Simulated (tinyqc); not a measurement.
Orbital energy against energy difference: ionisation energy by orbital energies and by energy differences in the cc-pvdz basis, for BeH2, spin multiplicity 1. Computed by the program tinyqc with PySCF. The cation is unrestricted; errors are against CCSD(T) in this basis, not against experiment.

Geometry (angstrom):

| atom | x | y | z |
|---|---|---|---|
| Be | 0.0000 | 0.0000 | 0.0000 |
| H | 0.0000 | 1.2570 | 0.0000 |
| H | 0.0000 | -1.2570 | 0.0000 |

CCSD(T) difference in the same basis = 12.1826 eV

IP-EOM-CCSD = 12.2137 eV

First vertical ionisation energy (eV):

| method | -e(HOMO) | E(cation) - E | error of -e(HOMO) | error of the difference |
|---|---|---|---|---|
| HF | 12.4263 | 11.554004 | 0.2438 | -0.6286 |
| LDA | 7.5507 | 11.826285 | -4.6319 | -0.3563 |
| PBE | 7.5675 | 11.850595 | -4.6151 | -0.3320 |
| B3LYP | 8.7716 | 12.097962 | -3.4110 | -0.0846 |
| PBE0 | 8.9530 | 12.030612 | -3.2295 | -0.1519 |
| CAM-B3LYP | 10.4685 | 12.195019 | -1.7140 | 0.0125 |
| LC-wPBE | 11.9301 | 12.342097 | -0.2524 | 0.1595 |

What does the comparison show, and why?

Koopmans errs by +0.24 eV and Delta-HF by -0.63 eV: relaxation, 0.87 eV, lowers the value and the missing correlation difference works against it. The PBE level is off by -4.6 eV through the wrong tail of its potential, though its energy difference is off by -0.33 eV; exact exchange deepens the level, and among the orbital energies HF comes closest; among the differences CAM-B3LYP does.
